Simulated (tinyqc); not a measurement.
# Cabrera-Mott growth of a thin oxide under its own electric field, step by step

A worked calculation. Computed by tinyqc, a small Python program that keeps every step. Command: `OMP_NUM_THREADS=1 python tinyqc.py 3017511 3017512 out.jsonl cabrera walk`. One thread of a shared host (Intel(R) Xeon(R) Processor @ 2.30GHz), about 0.01 s of CPU time with the checks. Intermediate numbers are printed to about 6 digits and carried at full precision; extremes and crossings named in words are read from the listed rows.

Electrons cross the film freely and set a fixed potential V across it; the field V/x lowers the barrier for ions entering the oxide.

Inputs (values chosen for the exercise, for a model metal):

| quantity | value | unit |
|---|---|---|
| barrier W | 1.72 | eV |
| Mott potential V | 1.3 | V |
| ion charge number z | 1 | - |
| half jump distance b | 1.8 | angstrom |
| prefactor u0 = N Omega nu | 1.1e+13 | angstrom/s |
| temperature T | 500 | K |
| starting thickness x0 | 4 | angstrom |
| time t | 210000 | s |

Backward hops: kept.

Constants: k_B = 8.617333262e-05 eV/K.

## Scales

u = u0 exp(-W/(k_B T)), X1 = z b V/(k_B T) with V in volts and k_B T in eV; dx/dt = 2 u sinh(X1/x).

u = 5.06472e-05 angstrom/s

X1 = 54.3091 angstrom

## Field and rate at the start

Field E = V/x; the barrier is lowered by z b V/x.

field = 32.5 MV/cm

barrier lowering = 0.585 eV

rate = 39.9113 angstrom/s

## Thickness after time t

t(x) = int_(x0)^x dx / (dx/dt) by Gauss-Legendre quadrature (80 points on each side of (x0 + 2 x)/3), solved for x.

thickness x = 58.6275 angstrom

rate at time t = 1.07841e-04 angstrom/s

field at time t = 2.21739 MV/cm

X1/x = 0.926: the field is now weak. Caution: the starting field or rate is formal: the first layers form as fast as oxygen arrives.

## Limiting thickness

Growth counts as stopped when u exp(X1/x) falls to 1e-5 angstrom/s: x_L = X1/ln(1e-5/u), defined while u is below that rate; the critical temperature is T_c = W/(k_B ln(u0/1e-5)).

Limiting thickness x_L: none: u exceeds the rate

critical temperature T_c = 480.474 K

T is above T_c, so u exp(X1/x) never falls to that level.

## Growth over eight decades

Closed form for thin films (leading term of the integral): x solves (x^2/(u X1)) exp(-X1/x) = t.

Thickness:

| t (s) | x (angstrom) | 1/x (1/angstrom) | closed form (angstrom) |
|---|---|---|---|
| 1.00e+00 | 5.87 | 0.170288 | 5.776 |
| 1.00e+01 | 7.37 | 0.135660 | 7.201 |
| 1.00e+02 | 9.75 | 0.102537 | 9.407 |
| 1.00e+03 | 13.95 | 0.071683 | 13.126 |
| 1.00e+04 | 22.59 | 0.044270 | 20.164 |
| 1.00e+05 | 44.61 | 0.022416 | 35.578 |
| 1.00e+06 | 112.87 | 0.008860 | 75.241 |
| 1.00e+07 | 335.89 | 0.002977 | 191.164 |
| 1.00e+08 | 1050.79 | 0.000952 | 550.959 |

Per decade of time the film gains 1.5 angstrom at first and 710 at the end. The inverse-logarithmic law predicts -X1 d(1/x)/d ln t near 1; the rows give 0.82 at first and 0.05 at the end. The closed form misses by at most a factor 1.9, as it needs x well below X1 and above x0. In the last rows x grows as t^0.50, approaching the parabolic law x^2 = 4 u X1 t of weak fields. Caution: rows beyond about 10 nm exceed the range where electrons tunnel freely and hold a fixed Mott potential.

Checks made by the program: quadrature against adaptive integration (relative difference below 1e-10).
